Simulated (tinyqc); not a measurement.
Phonon polaritons: single-oscillator infrared dielectric function of a polar cubic crystal. Computed by tinyqc, a small Python program. Command: `OMP_NUM_THREADS=1 python tinyqc.py 3008828 3008829 out.jsonl infrared walk`. One thread of a shared host (Intel(R) Xeon(R) Processor @ 2.30GHz), about 0.01 s of CPU time with the checks.

One ion pair, charges +Z* and -Z*, in a cell of volume Omega = a^3/4. Frequencies omega are given as wavenumbers (1/cm); eps_s is the static dielectric constant.

Inputs (values chosen for the exercise, modelled on aluminium arsenide):

| quantity | value | unit |
|---|---|---|
| lattice constant a | 5.661 | angstrom |
| mass M_A | 26.98 | u |
| mass M_B | 74.92 | u |
| omega_TO | 360 | 1/cm |
| Born charge Z* | 2.28 | e |
| eps_inf | 8.44 | - |

Structure: zinc blende. Free carriers: absent.

Constants: nu for 1 eV/(angstrom^2 u) = 15.6333042 THz; 1 THz = 33.35640952 1/cm; e^2/(4 pi eps_0) = 14.39964548 eV angstrom.

Method. mu = M_A M_B/(M_A + M_B); ionic plasma term W^2 = 4 pi Z*^2 (e^2/(4 pi eps_0))/(Omega mu) in eV/(angstrom^2 u), turned into 1/cm by W = 15.6333042 x 33.35640952 x sqrt(W^2); omega_LO^2 = omega_TO^2 + W^2/eps_inf; eps_s = eps_inf + W^2/omega_TO^2; Szigeti charge 3 Z*/(eps_inf + 2); longitudinal (Callen) charge Z*/eps_inf. Transverse waves without damping obey Q^2 = omega^2 eps(omega), Q = wave vector/(2 pi) in 1/cm: eps_inf omega^4 - (eps_inf omega_LO^2 + Q^2) omega^2 + Q^2 omega_TO^2 = 0.

eps_s = 10.6338

omega_LO = 404.088 1/cm

Branches (1/cm):

| Q | lower branch | upper branch | Q/sqrt(eps_s) | Q/sqrt(eps_inf) |
|---|---|---|---|---|
| 120 | 36.76 | 404.5 | 36.8 | 41.3 |
| 350 | 106.29 | 408.0 | 107.3 | 120.5 |
| 700 | 204.79 | 423.6 | 214.7 | 240.9 |
| 1200 | 301.75 | 492.8 | 368.0 | 413.1 |
| 1800 | 339.36 | 657.3 | 552.0 | 619.6 |
| 2900 | 353.24 | 1017.3 | 889.3 | 998.2 |
| 5900 | 358.49 | 2039.4 | 1809.3 | 2030.9 |
| 12000 | 359.64 | 4134.7 | 3679.9 | 4130.6 |

What does the comparison show, and why?

The lower branch starts as light slowed by sqrt(eps_s) (0.999 of that line) and ends at 0.999 omega_TO; the upper starts at 1.001 omega_LO and ends at 1.001 of the light line with eps_inf. No branch lies between omega_TO and omega_LO.
